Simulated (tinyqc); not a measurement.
Domain walls in a thin film with perpendicular anisotropy: Bloch, Neel and chiral walls, motion and stripe domains: one step, computed by the program tinyqc. Command: `OMP_NUM_THREADS=1 python tinyqc.py 3017264 3017265 out.jsonl mwall walk`. One thread of a shared host (Intel(R) Xeon(R) Processor @ 2.30GHz), about 0.01 s of CPU time with the checks.

One-dimensional wall: polar angle theta(x), azimuth phi of the moment in the wall (phi = 0 Neel, 90 degrees Bloch). mu_0 = 1.25663706212e-6 T m/A, gamma = 1.76085963023e11 rad/(s T).

Task: Stripe domains. Dipolar length l = sigma/(mu_0 M_s^2); for t much smaller than the period the domain width is w = 0.955 t exp(pi l/t) (Kaplan and Gehring), given as log10 of w in nm.

Inputs (values chosen for the exercise, for a model film): saturation magnetisation M_s = 672 kA/m; thickness t = 1.6 nm.

wall energy sigma = 7.587623 mJ/m^2

Give: dipolar length l; log10 of the domain width in nm.

Result:

dipolar length l = 13.371 nm

log10 of the domain width in nm = 11.586

Domains would exceed a millimetre: any device is a single domain in equilibrium.
